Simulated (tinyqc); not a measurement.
Tamm state at the end of a one-band chain: one step. Local density of states in the band.

A half-infinite chain with site energy 0 and hopping -t, band E = -2t cos(ka); the end site has energy D. The surface Green function of the unperturbed half chain is g = (E -/+ sqrt(E^2 - 4t^2))/(2t^2), the root with |t g| <= 1 and Im g <= 0, and with the shift G = g/(1 - D g).

Parameters, chosen for this exercise:
- t = 1.34 eV (hopping)
- D = -3.02 eV (shift of the end site)
- E = -2.12 eV (energy in the band)

Task: Form g and G at E; the surface density is -Im G/pi, the bulk density 1/(pi sqrt(4t^2 - E^2)).

Give: g; G; densities.

Result:

g = -0.5903-0.4565i 1/eV
G = 0.4342-0.1816i 1/eV

densities (1/eV): clean end 0.1453, shifted end 0.0578, bulk 0.1941

tinyqc: `OMP_NUM_THREADS=1 python tinyqc.py 1481999 1482000 out.jsonl`; about 0.01 s, one thread, shared Intel(R) Xeon(R) Processor @ 2.30GHz.
